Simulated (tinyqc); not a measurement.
Plane-wave Kohn-Sham cycle with exchange-only LDA in a layered model solid, step by step. One step of it, computed by the program tinyqc.

Question. Iteration 2: Hamiltonian at one k. H(m,m') = (k + G_m)^2/2 delta + V(G_m - G_m'), with V(-G) = V(G).

A solid whose potential varies along x alone (atomic units):
```
parameter                      value
period a                   12.100000
cross-section of the cell  10.000000
electrons per cell                 2
grid points                       16
plane waves -n..n, n               2
k points                           3
V1 in V1 cos(2 pi x/a)     -0.510000
```

V(G_m), m = 0, 1, 2, ... (hartree): [-0.250700, -0.236951, 0.004460, 0.000096, -0.000057]

k = 0.000000 2 pi / a

Give: H.

Answer.

H (hartree), order -2, -1, +0, +1, +2:
```
[[0.2886, -0.2370, 0.0045, 0.0001, -0.0001],
 [-0.2370, -0.1159, -0.2370, 0.0045, 0.0001],
 [0.0045, -0.2370, -0.2507, -0.2370, 0.0045],
 [0.0001, 0.0045, -0.2370, -0.1159, -0.2370],
 [-0.0001, 0.0001, 0.0045, -0.2370, 0.2886]]
```
